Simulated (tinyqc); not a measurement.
# Changing the generation rate G

Model: carrier lifetime from Shockley-Read-Hall, radiative, Auger and surface recombination. Computed by tinyqc, a small Python program. Command: `OMP_NUM_THREADS=1 python tinyqc.py 3030026 3030027 out.jsonl lifetime sweep`. One thread of a shared host (Intel(R) Xeon(R) Processor @ 2.30GHz), about 0.03 s of CPU time with the checks.

Energies are counted from the top of the valence band. Boltzmann statistics, full ionisation, and equal excess densities of electrons and holes.

Inputs (values chosen for the exercise, with bands modelled on 4H-SiC):

| quantity | value | unit |
|---|---|---|
| gap E_g | 3.29 | eV |
| electron mass m_e | 0.404 | m_0 |
| valleys M_c | 3 | - |
| hole mass m_h | 2.01 | m_0 |
| temperature T | 350 | K |
| doping N | 3.4e+17 | cm^-3 |
| trap level E_t | 1.05 | eV |
| trap density N_t | 5e+13 | cm^-3 |
| electron cross-section sigma_n | 1.5e-16 | cm^2 |
| hole cross-section sigma_p | 8.7e-15 | cm^2 |
| radiative coefficient B | 4.5e-15 | cm^3/s |
| Auger coefficient C_n | 1.3e-30 | cm^6/s |
| Auger coefficient C_p | 2.2e-30 | cm^6/s |
| diffusion coefficient D | 4 | cm^2/s |
| surface velocity S | 9400 | cm/s |
| thickness W | 200 | micrometre |

Doping: n-type. Surface term: two equal surfaces.

Constants: m_0 = 9.1093837015e-31 kg; k_B = 1.380649e-23 J/K; h = 6.62607015e-34 J s; k_B = 8.617333262e-05 eV/K.

Method:
- N_c = 2 M_c (2 pi m_e k_B T/h^2)^(3/2) and N_v = 2 (2 pi m_h k_B T/h^2)^(3/2), masses in units of m_0.
- n_i = sqrt(N_c N_v) exp(-E_g/2 k_B T); majority density N/2 + sqrt(N^2/4 + n_i^2), minority density n_i^2 over it.
- v = sqrt(3 k_B T/m) with m_e or m_h; tau_n0 = 1/(sigma_n v_n N_t), tau_p0 = 1/(sigma_p v_p N_t); n1 = N_c exp(-(E_g - E_t)/k_B T), p1 = N_v exp(-E_t/k_B T).
- The slowest diffusion mode has x tan x = S W/(2 D) with 0 < x < pi/2 (bisection), and tau_s = W^2/(4 x^2 D). The common approximation is W/(2 S) + W^2/(pi^2 D).
- With n = n_0 + dn, p = p_0 + dn and U/dn = 1/tau: (n p - n_i^2)/dn = n_0 + p_0 + dn = s; 1/tau_SRH = s/[tau_p0 (n + n1) + tau_n0 (p + p1)]; 1/tau_rad = B s; 1/tau_Aug = (C_n n + C_p p) s; the rates add, with 1/tau_s.
- dn solves dn/tau_eff(dn) = G (60 bisections in ln dn between 1e-2 and 1e22 cm^-3); the splitting of the quasi-Fermi levels is k_B T ln(n p/n_i^2).

One run for each value:

| generation rate G (cm^-3 s^-1) | steady excess density (cm^-3) | lifetime in the steady state (s) | quasi-Fermi splitting under G (eV) |
|---|---|---|---|
| 1.00e+16 | 2.431e+09 | 2.431e-07 | 2.427 |
| 1.00e+17 | 2.431e+10 | 2.431e-07 | 2.497 |
| 2.00e+18 | 4.862e+11 | 2.431e-07 | 2.587 |
| 2.00e+19 | 4.864e+12 | 2.432e-07 | 2.656 |
| 3.00e+20 | 7.332e+13 | 2.444e-07 | 2.738 |
| 4.00e+21 | 1.045e+15 | 2.611e-07 | 2.818 |
| 5.00e+22 | 3.477e+16 | 6.954e-07 | 2.927 |
| 6.00e+23 | 3.734e+17 | 6.224e-07 | 3.018 |
| 8.00e+24 | 1.151e+18 | 1.439e-07 | 3.074 |
| 1.00e+26 | 2.897e+18 | 2.897e-08 | 3.125 |

Describe and explain the trends.

Over the rows, steady excess density (cm^-3) rises from 2.43e9 to 2.90e18 (exponent d ln y / d ln x 1.0 between the first rows and 0.37 between the last); lifetime in the steady state (s) goes from 2.43e-7 through a maximum among these rows, 6.95e-7 at 5.00e22, to 2.90e-8; quasi-Fermi splitting under G (eV) rises from 2.43 to 3.13 (exponent d ln y / d ln x 0.012 between the first rows and 0.0065 between the last). At the low end the exponent of steady excess density is 1.00, close to 1: the lifetime is constant. At the high end the exponent of steady excess density is 0.37, close to 0.33: Auger recombination at high injection, G = C dn^3. The local ideality factor, d(splitting)/d(k_B T ln G), goes from 1.00 to 0.67; once dn is well above the equilibrium minority density it is 1 at low injection with a constant lifetime or for radiative recombination, 2 for first-order recombination at high injection and 2/3 for Auger recombination at high injection.

Caution (all rows): the layer is thicker than two bulk diffusion lengths: adding 1/tau_s describes the late decay, and understates the surface loss in a steady state.

Extremes, crossings and ranges named in words are read from the listed rows.
